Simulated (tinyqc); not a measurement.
# MOS capacitor on a p-type substrate, surface potential from the exact charge relation: several studies

Uniform p-type substrate, Boltzmann statistics, full ionisation, classical densities. psi is the surface potential against the body (positive when the bands bend down) and u = psi/Vt. Traps are spread evenly over the gap and neutral at flat band, so their charge is -q Dit psi; the minority quasi-Fermi level is shifted by Vb.

Parameters, values chosen for the exercise; band and dielectric values close to those of silicon: temperature T = 300 K; band gap Eg = 1.1 eV; relative permittivity eps_r = 11.8; conduction-band density of states at T Nc = 2.77e19 cm^-3; valence-band density of states at T Nv = 2.67e19 cm^-3; electron affinity chi = 4.06 eV; acceptor density of the substrate N = 5e16 cm^-3; relative permittivity of the gate insulator (close to silicon dioxide) eox = 3.9; insulator thickness tox = 26 nm; gate work function phiM = 5.11 eV; fixed charge at the interface, in units of q Nf = -4.2e10 cm^-2; density of interface traps Dit = 0 cm^-2 eV^-1; reverse bias of the inversion layer against the body Vb = 1.1 V.

Constants: q = 1.602176634e-19 C, kB = 1.380649e-23 J/K, Vt = kB T/q, eps0 = 8.8541878128e-14 F/cm where lengths are in cm. Results are converted to the units shown.

Each table varies one quantity; the others keep the values above.

## Capacitance-voltage curves

ni = sqrt(Nc Nv) exp(-Eg/(2 Vt)), Eg in volts; phiF = Vt ln(N/ni); Cox = eps0 eox/tox; Vfb = phiM - chi - (Eg - Vt ln(Nv/N)) - q Nf/Cox; Q0 = sqrt(2 eps0 eps_r q N Vt); r = (ni/N)^2 exp(-Vb/Vt); VT = Vfb + [(2 phiF + Vb)(1 + q Dit/Cox) + sqrt(2 eps0 eps_r q N (2 phiF + Vb))/Cox]. u = psi/Vt; F^2 = exp(-u) + u - 1 + r (exp(u) - u - 1); Qs = -sign(u) Q0 F; Cs = -dQs/dpsi = (Q0/Vt) |1 - exp(-u) + r (exp(u) - 1)|/(2 F). psi solves Vg = Vfb + psi + (q Dit psi - Qs)/Cox. Low frequency: 1/C_LF = 1/Cox + 1/(Cs + q Dit). High frequency, in the simple estimate in which traps and minority carriers do not follow: 1/C_HF = 1/Cox + 1/Cd, Cd being Cs with r = 0 at the same psi. Deep depletion: r = 0 and Dit = 0 both in the equation for psi and in Cs. Minority sheet density N_inv = (Q0/(2 q)) int_0^u r (exp(t) - 1)/F(t) dt for u > 0. N_inv under 1 cm^-2 is printed as 0. Regimes: accumulation when majority carriers gather, then depletion up to |psi| = phiF + Vb, weak inversion up to 2 phiF + Vb, strong inversion beyond.

Capacitance-voltage curves:
```
Vg (V)   psi (V)  C_LF/Cox  C_HF/Cox  C_deep/Cox  N_inv (cm^-2)            regime
-0.35   -0.06357    0.9186    0.9186      0.9186              0      accumulation
0.21    0.009317    0.7922    0.7922      0.7922              0         depletion
0.77      0.2002    0.5383    0.5383      0.5383              0         depletion
1.33      0.4978    0.4149    0.4149      0.4149              0         depletion
1.89      0.8452    0.3499    0.3499      0.3499              0         depletion
2.45       1.222    0.3082    0.3082      0.3082              0         depletion
3.01       1.618    0.2785    0.2785      0.2785        4.096e5    weak inversion
3.57       1.941    0.8238    0.2603      0.2561       9.779e10  strong inversion
4.13       1.989    0.9530    0.2580      0.2383       5.116e11  strong inversion
```

C_LF/Cox is lowest, 0.279, at Vg = 3.01 V (weak inversion) among the rows listed and is 0.953 in the last row, where C_HF/Cox is 0.258 and the deep-depletion value 0.238. Vfb = 0.163 V, where C_HF/Cox = 0.811 (Cox in series with eps0 eps_r/LD), and VT = 3.37 V. Over the last two rows psi moves by only 0.084 V a volt of gate bias, since the inversion charge screens the body. In strong accumulation and inversion degeneracy and confinement, left out here, lower the capacitance.

## Effect of the density of interface traps on threshold and swing

ni = sqrt(Nc Nv) exp(-Eg/(2 Vt)), Eg in volts; phiF = Vt ln(N/ni); Cox = eps0 eox/tox; Vfb = phiM - chi - (Eg - Vt ln(Nv/N)) - q Nf/Cox; VT = Vfb + [(2 phiF + Vb)(1 + q Dit/Cox) + sqrt(2 eps0 eps_r q N (2 phiF + Vb))/Cox]. gamma = sqrt(2 eps0 eps_r q N)/Cox; Wm = sqrt(2 eps0 eps_r (2 phiF + Vb)/(q N)); m = 1 + (eps0 eps_r/Wm + q Dit)/Cox; swing m Vt ln 10; Cmin/Cox = 1/(1 + Cox Wm/(eps0 eps_r)).

In this table Vb = 0 V.

The same in every row: Vfb (V) = 0.1630; 2 phiF (V) = 0.7743; gamma (V^0.5) = 0.9742; Wm (nm) = 142.1; Cmin/Cox = 0.3563.

Results:
```
Dit (cm^-2 eV^-1)  VT (V)      m  swing (mV/decade)
0                   1.795  1.554              92.48
1e10                1.804  1.566              93.19
3e10                1.823  1.590              94.63
3e11                2.075  1.915              114.0
1e12                2.729  2.760              164.3
3e12                4.597  5.173              307.9
1e13                11.14  13.62              810.6
```

Estimate the missing row, Dit = 1e11 cm^-2 eV^-1.

Computed row:
```
Dit (cm^-2 eV^-1)  VT (V)      m  swing (mV/decade)
1e11                1.888  1.674              99.66
```

With this row back in the table: As Dit goes from 0 to 1e13, VT rises from 1.79 to 11.1 V, the swing rises from 92.5 to 811 mV/decade and Cmin/Cox stays at 0.356. Vfb does not move.

## Effect of the fixed charge at the interface on threshold and swing

Same model as above.

The same in every row: 2 phiF (V) = 0.7743; gamma (V^0.5) = 0.9742; Wm (nm) = 221.1; m = 1.356; swing (mV/decade) = 80.70; Cmin/Cox = 0.2624.

Effect of the fixed charge at the interface on threshold and swing:
```
Nf (cm^-2)  Vfb (V)  VT (V)
-4e11        0.5949   3.803
-2e11        0.3536   3.562
0            0.1124   3.320
2e11        -0.1289   3.079
4e11        -0.3702   2.838
6e11        -0.6114   2.597
8e11        -0.8527   2.355
```

As Nf goes from -4e11 to 8e11, VT falls from 3.80 to 2.36 V, the swing stays at 80.7 mV/decade and Cmin/Cox stays at 0.262. The whole change of VT is that of Vfb: the curve shifts rigidly.

Program tinyqc, `OMP_NUM_THREADS=1 python tinyqc.py 2060040 2060041 out.jsonl`; Intel Xeon 2.30GHz, shared host, one thread, about 0.01 s.
